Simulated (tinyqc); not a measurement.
Worked calculation: ellipsoidal valleys in the axes of a wafer and a channel. Values are carried at full precision from step to step, so a last printed digit may differ when a step is redone from the rounded ones.

Valleys with axes a along x, y and z, one whole valley each; inverse mass tensor w = 1/mt + (1/ml - 1/mt) a a. Device axes: z = nz/|nz|, x = nx/|nx|, y = z cross x; in them a = (ax, ay, az). Confinement mass mz = 1/w_zz. In the plane w_ij is replaced by u_ij = w_ij - w_iz w_jz/w_zz (i, j = x, y); density-of-states mass md = 1/sqrt(det u); conductivity mass along x mc = 1/u_xx; ballistic transport mass mx = u_yy/det u, width mass my = 1/u_yy.

Constants: hbar^2/2m0 = 3.80998211 eV angstrom^2; kB = 8.617333262e-05 eV/K.

Values chosen for the exercise (near those of the X valleys of AlAs; shifted at random, so the results belong to these values and not to a real crystal):
- ml = 1.071 m0 (longitudinal mass)
- mt = 0.206 m0 (transverse mass)
- nz = (0, 0, 1) (surface normal (confinement))
- nx = (1, 0, 0) (channel direction)
- t = 5.2 nm (thickness of the film)
- T = 300 K (temperature)

## Device axes and valley axes

Give the rows x, y, z in cubic components and each valley axis in device components.

device axes:
```
    [100]   [010]   [001]
x  1.0000  0.0000  0.0000
y  0.0000  1.0000  0.0000
z  0.0000  0.0000  1.0000
```

valley axes:
```
       ax      ay      az
x  1.0000  0.0000  0.0000
y  0.0000  1.0000  0.0000
z  0.0000  0.0000  1.0000
```

## Tensors of the valley z

Form w and the reduced tensor u.

w (1/m0):
```
        x       y       z
x  4.8544  0.0000  0.0000
y  0.0000  4.8544  0.0000
z  0.0000  0.0000  0.9337
```

u (1/m0):
```
        x       y
x  4.8544  0.0000
y  0.0000  4.8544
```

w_xz = w_yz = 0: the normal is a principal axis and u is the upper block of w.

## Masses of all valleys

Give mz, md, mc, mx and my.

Masses (m0):
```
valley      mz      md      mc      mx      my
x       0.2060  0.4697  1.0710  1.0710  0.2060
y       0.2060  0.4697  0.2060  0.2060  1.0710
z       1.0710  0.2060  0.2060  0.2060  0.2060
```

mz md^2 = ml mt^2 = 0.04545 for every valley, so a heavy confinement mass comes with a small density of states. The heaviest mz is 1.071, for z.

## Subbands and shares in a film

Hard walls: E_n = c (n pi/t)^2/mz, c = hbar^2/2m0, n = 1, 2, 3. Non-degenerate share of a valley proportional to md sum_n exp(-E_n/kT); mean 1/mc = sum of share/mc. 1 nm = 10 angstrom.

Give the ladders, the shares and the mean conductivity mass.

Subbands:
```
valley  E1 (meV)  E2 (meV)  E3 (meV)  share
x           67.5     270.0     607.6  0.154
y           67.5     270.0     607.6  0.154
z           13.0      51.9     116.9  0.691
```

mean mc = 0.2353 m0

The lowest ladder (z) holds 69 % of the electrons in these valleys, the next starts 55 meV higher.

## Checks

- mz md^2 against ml mt^2: they agree to 1e-10 or better.
- mx my against md^2: they agree to 1e-10 or better.

Computed by tinyqc, a small Python program: `OMP_NUM_THREADS=1 python tinyqc.py 1850328 1850329 out.jsonl` (the numbers bound the seed that draws the inputs); one thread of a shared host (Intel(R) Xeon(R) Processor @ 2.30GHz), about 0.01 s for the whole set of steps.
